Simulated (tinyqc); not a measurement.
Surface approximation against the full path: Rutherford backscattering from a thin compound film on silicon: kinematics, yields, composition and thickness. Computed by tinyqc, a small Python program. Command: `OMP_NUM_THREADS=1 python tinyqc.py 3000587 3000588 out.jsonl rbs walk`. One thread of a shared host (Intel(R) Xeon(R) Processor @ 2.30GHz), about 0.01 s of CPU time with the checks.

Singly charged helium ions (Z1 = 2, M1 = 4.0026 u) enter at the tilt angle a1 to the normal and leave at a2 = |180 - theta - tilt| in the same plane. The film is A B_x.

Inputs (values chosen for the exercise, modelled on a helium beam on HfO2):
```
quantity,value,unit
beam energy E0,2.1,MeV
scattering angle theta,165,degrees
tilt of the sample,7,degrees
heavy element: mass M_A,178.5,u
heavy element: stopping eps_A at 2 MeV,116,1e-15 eV cm^2
light element: mass M_B,16,u
light element: stopping eps_B at 2 MeV,36.5,1e-15 eV cm^2
"atoms of B per atom of A, x",1.9,-
atomic density of the film,83.5,1/nm^3
film thickness d,21,nm
detector resolution (FWHM),15,keV
```

Method:
- Kinematic factor K = [(sqrt(M^2 - M1^2 sin^2 theta) + M1 cos theta)/(M + M1)]^2.
- Surface edges lie at K E0; substrate silicon has M = 28.09 u. Mass resolution at M_A = resolution/(E0 dK/dM).
- Stopping per atom eps(E) = eps(2 MeV) (E/2 MeV)^(-0.4) (a law chosen for the exercise); Bragg rule eps_film = (eps_A + x eps_B)/(1 + x); areal density N d, with 1/nm^2 = 0.1 x 1e15/cm^2.
- Width of the signal of element i: [K_i eps(E0)/cos a1 + eps(K_i E0)/cos a2] N d; depth resolution = resolution x d/width of A; energy lost on the way in = eps(E0) N d/cos a1.
- Surface approximation as above. Full path: dE/ds = -eps(E) integrates to E^1.4 = E(start)^1.4 - 1.4 eps(2 MeV) 2000^0.4 s (keV), applied in (s = N d/cos a1), then K, then out (s = N d/cos a2); width = K E0 - exit energy. The last column is the error in thickness if the full width is read with the surface formula.

energy lost on the way in = 11.0732 keV

widths (keV): A 21.6357, B 20.6445

surface edges (keV): A 1922.75, B 768.48, Si 1194.56

kinematic factors: A 0.915595, B 0.365943, Si 0.568838

Widths (keV):
```
d (nm),"A, surface","A, full","B, full",error (%)
5,5.15,5.15,4.92,0.0537
10,10.30,10.31,9.86,0.1075
20,20.61,20.65,19.76,0.2157
50,51.51,51.79,49.81,0.5446
100,103.03,104.17,101.04,1.1077
150,154.54,157.15,153.89,1.6904
200,206.05,210.78,208.64,2.2943
300,309.08,320.12,325.31,3.5720
```

The error grows roughly in proportion to thickness, from 0.05 % to 3.6 %, because the ion slows and the stopping rises along the path. The signals of A and B would overlap once the width of A exceeds the gap between the edges, 1154 keV. Ions from B leave the thickest film below about 0.6 MeV, where the power law overstates the stopping. Caution: the ions scattered from B leave near or below the stopping maximum (some 0.6 to 0.8 MeV), where the power law chosen here overstates the stopping and the width of B.

Extremes, crossings and ranges named in words are read from the listed rows.
